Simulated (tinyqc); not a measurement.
FCI on RHF in the 3-21g basis, for H2, spin multiplicity 1, step by step. One step of it, computed by the program tinyqc.

Problem. Integrals over molecular orbitals. (pq|rs) = sum C_ip C_jq C_kr C_ls (ij|kl), one index at a time.

coefficients C:
```
            MO1        MO2        MO3        MO4
1H 1s  0.294345   0.107681   0.772358  -1.096949
1H 2s  0.304898   1.693563  -0.660754   1.287800
2H 1s  0.294345  -0.107681   0.772358   1.096949
2H 2s  0.304898  -1.693563  -0.660754  -1.287800
```

core Hamiltonian H = T + V (hartree), lower triangle:
```
           1H 1s      1H 2s      2H 1s      2H 2s
1H 1s  -0.906840
1H 2s  -0.944482  -0.966357
2H 1s  -0.800185  -0.794186  -0.906840
2H 2s  -0.794186  -0.889815  -0.944482  -0.966357
```

Two-electron integrals (ij|kl) in chemists' order, unique and non-zero (hartree):
```
(11|11) 1.140145   (21|11) 0.611403   (21|21) 0.345152   (22|11) 0.626370
(22|21) 0.380329   (22|22) 0.482957   (31|11) 0.413920   (31|21) 0.233702
(31|22) 0.256554   (31|31) 0.196961   (32|11) 0.355756   (32|21) 0.213187
(32|22) 0.259826   (32|31) 0.187040   (32|32) 0.199337   (33|11) 0.695741
(33|21) 0.424215   (33|22) 0.527127   (33|31) 0.413920   (33|32) 0.458982
(33|33) 1.140145   (41|11) 0.458982   (41|21) 0.259915   (41|22) 0.287904
(41|31) 0.187040   (41|32) 0.173936   (41|33) 0.355756   (41|41) 0.199337
(42|11) 0.507236   (42|21) 0.309602   (42|22) 0.398344   (42|31) 0.227319
(42|32) 0.240936   (42|33) 0.507236   (42|41) 0.240936   (42|42) 0.346964
(43|11) 0.424215   (43|21) 0.258524   (43|22) 0.326122   (43|31) 0.233702
(43|32) 0.259915   (43|33) 0.611403   (43|41) 0.213187   (43|42) 0.309602
(43|43) 0.345152   (44|11) 0.527127   (44|21) 0.326122   (44|22) 0.434609
(44|31) 0.256554   (44|32) 0.287904   (44|33) 0.626370   (44|41) 0.259826
(44|42) 0.398344   (44|43) 0.380329   (44|44) 0.482957
```

Give: one-electron integrals over orbitals h = C^T H C; Two-electron integrals over orbitals.

Solution.

one-electron integrals over orbitals h = C^T H C (hartree), lower triangle:
```
         1        2        3       4
1  -1.2650
2   0.0000  -0.5512
3  -0.1708   0.0000  -0.1082
4   0.0000   0.2081   0.0000  0.3387
```

Two-electron integrals over orbitals (pq|rs), unique and non-zero (hartree):
```
(11|11) 0.6633    (21|21) 0.0859    (22|11) 0.4548    (22|22) 0.4088
(31|11) 0.1708    (31|22) 0.0536    (31|31) 0.1163    (32|21) -0.0196
(32|32) 0.0360    (33|11) 0.5647    (33|22) 0.4072    (33|31) 0.1333
(33|33) 0.5067    (41|21) -0.0797   (41|32) -0.0236   (41|41) 0.1342
(42|11) -0.1439   (42|22) -0.0570   (42|31) -0.0764   (42|33) -0.1059
(42|42) 0.0699    (43|21) -0.0889   (43|32) -0.0039   (43|41) 0.1246
(43|43) 0.1356    (44|11) 0.6788    (44|22) 0.4669    (44|31) 0.2069
(44|33) 0.5887    (44|42) -0.1704   (44|44) 0.7606
```
